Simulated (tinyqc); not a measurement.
Stretching all distances: RHF, UHF, MP2, CISD and CCSD against full CI in the sto-3g basis, for BeH+, spin multiplicity 1. Computed by the program tinyqc with PySCF. All coordinates are multiplied by the scale. c0^2 is the weight of the RHF determinant in the lowest singlet FCI state (UHF is spin-contaminated and may lie near states of higher spin) and n(LUMO) the first natural occupation beyond the occupied space.

Geometry (angstrom):
```
atom       x       y       z
Be    0.0000  0.0000  0.0000
H     0.0000  0.0000  1.1630
```

Full CI energy (hartree) and errors against it (kcal/mol):
```
scale  distance 1-2 (angstrom)     E(FCI)     RHF     UHF     MP2   CISD   CCSD  <S^2> UHF   c0^2  n(LUMO)
0.940                    1.093  -14.65345  10.121  10.121   3.069  0.007  0.006      0.000  0.986    0.017
1.220                    1.419  -14.68497  14.671  14.671   5.122  0.013  0.010      0.000  0.973    0.040
1.510                    1.756  -14.65768  23.292  21.573   9.264  0.025  0.020      0.310  0.940    0.099
1.790                    2.082  -14.62346  35.237  16.658  15.070  0.044  0.035      0.728  0.881    0.207
2.070                    2.407  -14.59675  49.029   9.796  21.426  0.070  0.050      0.875  0.798    0.356
2.360                    2.745  -14.57959  63.161   4.813  27.208  0.098  0.064      0.946  0.691    0.528
2.640                    3.070  -14.57105  75.207   2.169  31.020  0.121  0.073      0.978  0.586    0.681
```

What does the comparison show, and why?

UHF parts from RHF first at scale 1.51 of those listed, where <S^2> leaves zero. The weight c0^2 goes from 0.99 to 0.59 and n(LUMO) from 0.02 to 0.68: static correlation grows as the bonds break into open-shell fragments. The spread of the error along the curve, which distorts its shape, is CCSD 0.1, CISD 0.1, UHF 19.4, MP2 28.0, RHF 65.1 kcal/mol.
